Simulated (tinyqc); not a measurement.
Worked calculation: sp3 tight binding, zinc-blende lattice. One step of it, computed by the program tinyqc.

Task: Bloch Hamiltonian at X. Slater-Koster rules over the four bonds with direction cosines (l, m, n): ss V_ss; s-px l V_sp; px-s -l V_sp; px-px l^2 V_pps + (1 - l^2) V_ppp; px-py l m (V_pps - V_ppp); each times exp(i k.d).

Parameters chosen for this model: zinc-blende lattice, anion at 0, cation at a/4 (1,1,1); V = eta hbar^2 / (m d^2), hbar^2/m = 7.619964 eV angstrom^2:
```
parameter          value      unit
a               4.280000  angstrom
d               1.853294  angstrom
Es anion      -11.170000        eV
Ep anion       -7.720000        eV
Es cation     -11.170000        eV
Ep cation      -7.720000        eV
eta ss         -1.330000
eta sp          1.550000
eta pp sigma    2.410000
eta pp pi      -0.580000
V ss           -2.950637        eV
V sp            3.438712        eV
V pp sigma      5.346643        eV
V pp pi        -1.286744        eV
```

k point X (2 pi / a): 1  0  0

Give: H(k) at X.

Result:

H(k) at X (eV), lower triangle (Hermitian):
```
                 a s            a px            a py            a pz
a s         -11.1700
a px          0.0000         -7.7200
a py          0.0000          0.0000         -7.7200
a pz          0.0000          0.0000          0.0000         -7.7200
c s           0.0000  0.0000+7.9414i          0.0000          0.0000
c px  0.0000-7.9414i          0.0000          0.0000          0.0000
c py          0.0000          0.0000          0.0000  0.0000-8.8445i
c pz          0.0000          0.0000  0.0000-8.8445i          0.0000

           c s     c px     c py     c pz
c s   -11.1700
c px    0.0000  -7.7200
c py    0.0000   0.0000  -7.7200
c pz    0.0000   0.0000   0.0000  -7.7200
```
